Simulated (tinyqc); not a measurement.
# Square on-chip spiral inductor, lumped pi model: effect of the line width

Outer diameter do = di + 2 n wd + 2 (n - 1) sp, mean da = (do + di)/2, fill p = (do - di)/(do + di), length l = 4 n da. L = 2.34 mu0 n^2 da/(1 + 2.75 p), mu0 = 4 pi 1e-7 H/m. Rs = rho l/(wd delta (1 - exp(-th/delta))), delta = sqrt(rho/(pi f mu0)). Cs = n wd^2 eps0 eo/hu across the coil. At each end Cox = l wd eps0 eo/(2 ho) leads to the substrate branch Rsi = 2 rs he/(l wd) in parallel with Csi = l wd eps0 11.7/(2 he). With one end grounded Y = 1/(Rs + i w L) + i w Cs + 1/[1/(i w Cox) + 1/(1/Rsi + i w Csi)], w = 2 pi f; Q = -Im Y/Re Y. Eddy currents in neighbouring turns and in the substrate are left out.

Peak Q and its frequency from a search over f; self-resonance where Im Y = 0; Q at the given f (negative beyond resonance).

Parameters, values chosen for the exercise; values of the order met in silicon radio-frequency processes: number of turns n = 2.5; space between turns sp = 1.5 um; inner diameter di = 60 um; metal thickness th = 3.4 um; metal resistivity rho = 1.9 uohm cm; oxide below the coil ho = 7.3 um; oxide between coil and underpass hu = 1.2 um; relative permittivity of the oxide eo = 4.1; substrate resistivity rs = 1 ohm cm; effective spreading depth in the substrate he = 30 um; frequency f = 1.1 GHz.

Constants: eps0 = 8.8541878128e-12 F/m. Results are converted to the units shown.

Result of one run:
```
wd (um),L (nH),do (um),peak Q,f of the peak (GHz),self-resonance (GHz),Q at f
18,0.8913,154.5,21.71,6.234,20.16,9.111
```

What becomes of these results when the line width wd is changed from 18 to 25 um, all else the same?

Result of the changed run:
```
wd (um),L (nH),do (um),peak Q,f of the peak (GHz),self-resonance (GHz),Q at f
25,0.9445,189.5,23.90,4.913,14.80,11.50
```

The whole series:
```
wd (um),L (nH),do (um),peak Q,f of the peak (GHz),self-resonance (GHz),Q at f
2,0.9533,74.50,8.153,22.99,111.0,1.732
4,0.9056,84.50,11.84,15.43,67.53,3.063
6,0.8796,94.50,14.35,12.27,49.73,4.172
9,0.8638,109.5,17.02,9.700,36.25,5.600
13,0.8670,129.5,19.51,7.738,26.81,7.255
18,0.8913,154.5,21.71,6.234,20.16,9.111
25,0.9445,189.5,23.90,4.913,14.80,11.50
```

As wd goes from 2 to 25, L goes from 0.953 through a minimum of 0.864 (at wd = 9 among the rows listed) to 0.945 nH, the peak Q rises from 8.15 to 23.9, its frequency falls from 23.0 to 4.91 GHz and the self-resonance falls from 111 to 14.8 GHz.

Computed by the program tinyqc: `OMP_NUM_THREADS=1 python tinyqc.py 2302081 2302082 out.jsonl`, one thread of a shared Intel Xeon 2.30GHz, about 0.01 s for the whole run.
